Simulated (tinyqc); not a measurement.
What each parameter does: thin-body film or fin with hard walls, valleys of the Si type.

Six ellipsoidal valleys with their long axes along the cube axes, mass ml along the axis and mt across it. For a valley whose axis makes the angle theta with the surface normal, 1/m_z = cos^2(theta)/ml + sin^2(theta)/mt sets the confinement; in the plane the masses are m_1 = mt and m_2 = ml mt/m_z, and m_d = sqrt(m_1 m_2).

A film of thickness t between hard walls, flat band inside: E_n = c (n pi/t)^2/m_z above the bulk edge, c = hbar^2/2m0. Without degeneracy the sheet density is N2 exp((EF - Ec)/kB T) with N2 = sum_i g m_d/(2 pi c) kB T exp(-E_i/kB T) over n = 1 to 40 of each group; a classical film has t Nc with Nc = 2 g_all (m_dos kB T/(4 pi c))^(3/2), m_dos = (ml mt^2)^(1/3). The threshold shift is dVt = kB T ln(t Nc/N2).

Constants: hbar^2/2m0 = 3.80998211 eV angstrom^2; kB = 8.617333262e-05 eV/K.

Values chosen for the exercise (near those of Si; the results hold for these values, not for the real material):

| symbol | value | unit | meaning |
|---|---|---|---|
| ml | 0.919 | m0 | longitudinal mass |
| mt | 0.189 | m0 | transverse mass |
| face | 100 |  | face of the film or side wall of the fin |
| T | 300 | K | temperature |
| t | 64 | angstrom | body thickness |
| g_all | 6 |  | number of valleys |

E1 is the lowest level, and the share is that of its group in N2.

Results for these values:

| case | E1 (eV) | share (%) | dVt (mV) | Nc (1e19/cm^3) |
|---|---|---|---|---|
| base | 0.0100 | 57.8 | 25.4 | 2.728 |

What happens to each result for t = 60 angstrom, all else kept?

Answer: E1 rises from 0.0100 to 0.0114; share rises from 57.8 to 61.6; dVt rises from 25.4 to 28.0; Nc does not change at the printed digits.

The same for each parameter in turn:

| case | E1 (eV) | share (%) | dVt (mV) | Nc (1e19/cm^3) |
|---|---|---|---|---|
| base | 0.0100 | 57.8 | 25.4 | 2.728 |
| t = 60 angstrom | 0.0114 | 61.6 | 28.0 | 2.728 |
| T = 350 K | 0.0100 | 53.9 | 26.4 | 3.438 |
| ml = 0.827 m0 | 0.0111 | 57.1 | 25.8 | 2.588 |
| mt = 0.208 m0 | 0.0100 | 54.7 | 24.0 | 3.002 |

Run: tinyqc, `OMP_NUM_THREADS=1 python tinyqc.py 1251223 1251224 out.jsonl`; Intel(R) Xeon(R) Processor @ 2.30GHz, one thread, shared host; about 0.01 s of CPU time with all checks.
